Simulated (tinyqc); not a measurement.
Hall effect and magnetoresistance of several carrier groups with constant relaxation times: one step, computed by the program tinyqc.

Group 1 has charge -e and group 2 charge -e; s_i is that sign. B lies along z; mu B is formed with mu in m^2/(V s).

Question. Conductivity of each group. sigma_xx = sum n_i e mu_i/(1 + mu_i^2 B^2); sigma_xy = sum s_i n_i e mu_i^2 B/(1 + mu_i^2 B^2).

Inputs (values chosen for the exercise, for a model conductor):
```
quantity            value        unit
density n1        3.6e+12      1/cm^2
mobility mu1       120000  cm^2/(V s)
density n2        3.1e+12      1/cm^2
mobility mu2         6500  cm^2/(V s)
magnetic field B      3.2           T
```

Carriers: two electron groups. Densities: per area (a thin layer).

Constants: e = 1.602176634e-19 C.

Give: Parts (S); sigma_xx; sigma_xy; sigma at B = 0.

Answer.

Parts (S):
```
group    mu B   sigma_xx   sigma_xy
group 1  38.4  4.691e-05  -0.001801
group 2  2.08  6.061e-04  -0.001261
```

sigma_xx = 6.530e-04 S

sigma_xy = -0.003062 S

sigma at B = 0 = 0.07244 S
